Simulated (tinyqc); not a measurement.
Film and buried-oxide thickness from two coupling ratios.

Problem. In a depleted film -dVT/dVb is k1 = Cs Cbox/(Cox (Cs + Cbox)) for a front channel and k2 = Cbox (Cox + Cs)/(Cox Cs) for a back channel, with Cox = eps0 eox/tox, Cs = eps0 eps_r/ts, Cbox = 3.9 eps0/tb. Find ts and tb.

Values chosen for this exercise; band and dielectric values those of a made-up semiconductor: relative permittivity eps_r = 10.4; relative permittivity of the gate insulator (close to silicon dioxide) eox = 3.9; insulator thickness tox = 2.2 nm.

coupling ratios for a front and a back channel: [0.037107316, 0.078728070]

Answer. With y = Cox/Cs and z = Cox/Cbox, 1/k1 = y + z and k2 = (1 + y)/z, so y = (k2/k1 - 1)/(1 + k2); the thicknesses follow from y and z.

ts = 6.10 nm
tb = 57.0 nm

Numbers from tinyqc (`OMP_NUM_THREADS=1 python tinyqc.py 2190118 2190119 out.jsonl`; about 0.5 s on one thread of a shared Intel Xeon 2.30GHz).
